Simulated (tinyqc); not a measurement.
Solid solubility of a dopant against its melt (retrograde solidus), clustering and the electrically active fraction: one step, computed by the program tinyqc.

Task: Liquidus and solidus at T. x_l and x_s are atom fractions of the dopant in melt and solid; the solid is dilute. Liquidus of the host: R T ln(1 - x_l) + L x_l^2 = -H_f (1 - T/T_m). Distribution: k = x_s/x_l = exp[L (1 - x_l)^2/(R T)] exp(S/k_B - H/(k_B T)), the first factor being the activity coefficient in the melt. Solubility = x_s N0; at T_m x_l = 0.

Inputs (values chosen for the exercise, of the order of those of copper in silicon for the solubility): melting point of the host T_m = 1687 K; heat of melting of the host H_f = 50.2 kJ/mol; interaction L of the melt = -11 kJ/mol; enthalpy of transfer from melt to solid H = 1.36 eV; entropy of transfer S = 2.11 k_B; site density N0 = 5e+22 1/cm^3; temperature T = 1425 K.

Constants: R = 8.314462618 J/(mol K); k_B = 8.617333262e-05 eV/K.

Give: x_l; distribution coefficient k; x_s; solubility; k at the melting point.

Result:

x_l = 0.3994

distribution coefficient k = 9.142e-05

x_s = 3.652e-05

solubility = 1.826e+18 1/cm^3

k at the melting point = 3.257e-04

k has changed by a factor 0.28 from its value at T_m, while x_l has grown from 0 to 0.399.
